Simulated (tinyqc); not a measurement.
Rate against temperature: collinear exchange A + BC -> AB + C on a London-Eyring-Polanyi-Sato surface: saddle, string of images and rate. Computed by tinyqc, a small Python program. Command: `OMP_NUM_THREADS=1 python tinyqc.py 3113378 3113379 out.jsonl leps walk`. One thread of a shared host (Intel(R) Xeon(R) Processor @ 2.30GHz), about 0.04 s of CPU time with the checks.

x = r(AB), y = r(BC), r(AC) = x + y. V is counted from separated atoms, the barrier from A + BC, that is V + D(BC).

Inputs (values chosen for the exercise, bond data loosely for abstraction of hydrogen from a Ge-H bond by a hydrogen atom; the barrier is not fitted):
```
quantity            value           unit
D(AB)                4.73             eV
r0(AB)              0.742       angstrom
beta(AB)             1.94     1/angstrom
D(BC)                3.74             eV
r0(BC)               1.53       angstrom
beta(BC)             1.45     1/angstrom
D(AC)                3.64             eV
r0(AC)               1.53       angstrom
beta(AC)             1.45     1/angstrom
Sato parameter S     0.11              -
mass of A           1.008              u
mass of B           1.008              u
mass of C            72.6              u
temperature T         700              K
step of the string   0.02  angstrom^2/eV
```

Constants: nu for 1 eV/(angstrom^2 u) = 15.6333042 THz; h x 1 THz = 4.135667696 meV; k_B = 1.380649e-23 J/K; u = 1.6605390666e-27 kg; k_B = 8.617333262e-05 eV/K.

Method:
- For each pair, with u = exp(-beta (r - r0)): Q = D [(3 + S) u^2 - (2 + 6 S) u]/(4 (1 + S)), J = D [(1 + 3 S) u^2 - (6 + 2 S) u]/(4 (1 + S)); V = Q1 + Q2 + Q3 - sqrt(((J1 - J2)^2 + (J2 - J3)^2 + (J3 - J1)^2)/2).
- String of 9 images between the fixed ends (r0(AB) + 2, r0(BC)) and (r0(AB), r0(BC) + 2), started on the two straight legs through (r0(AB) + 0.3, r0(BC) + 0.3): each iteration moves the inner images by -step x gradient (central differences) and spaces them evenly again along the broken line (coordinates are kept between 0.2 and 8 angstrom); stop when no coordinate changes by more than 1e-5 angstrom, at most 400 iterations.
- From the highest inner image, z -> z - H^-1 g with gradient g and Hessian H by central differences, steps capped at 0.15 angstrom, 12 steps.
- Wilson matrix G = [[1/m_A + 1/m_B, -1/m_B], [-1/m_B, 1/m_B + 1/m_C]]; eigenvalues lambda of G H give nu = 15.6333042 THz x sqrt(|lambda|), the negative one being imaginary. Reactant: nu_BC from k = 2 D beta^2 and 1/m_B + 1/m_C. Skew angle: cos = sqrt(m_A m_C/((m_A + m_B)(m_B + m_C))).
- One-dimensional rate constant without tunnelling, k = sqrt(k_B T/(2 pi mu)) [sinh(h nu_BC/(2 k_B T))/sinh(h nu_s/(2 k_B T))] exp(-barrier/(k_B T)) with mu = m_A (m_B + m_C)/(m_A + m_B + m_C); Wigner factor 1 + (h nu_i/(k_B T))^2/24; adiabatic barrier = barrier + h (nu_s - nu_BC)/2.

nu_BC = 62.1775 THz

real frequency at the saddle = 31.0697 THz

barrier = 0.318961 eV

imaginary frequency = 52.5057 THz

adiabatic barrier = 0.254636 eV

Rates; the last column is k_B T^2 d ln k/dT:
```
T (K)    k (cm/s)  Wigner factor  activation energy (eV)
300    3.3568e+00         3.9397                 0.26845
400    4.6252e+01         2.6536                 0.27489
550    4.2354e+02         1.8746                 0.28634
750    2.2094e+03         1.4704                 0.30244
1000   7.3615e+03         1.2646                 0.32135
1400   2.2242e+04         1.1350                 0.34793
2000   5.4911e+04         1.0661                 0.38220
```

The activation energy goes from 0.268 eV at 300 K, near the adiabatic barrier plus k_B T/2 (0.268), to 0.382 eV at 2000 K; the classical limit is the barrier plus k_B T/2 (0.405).

Extremes, crossings and ranges named in words are read from the listed rows.
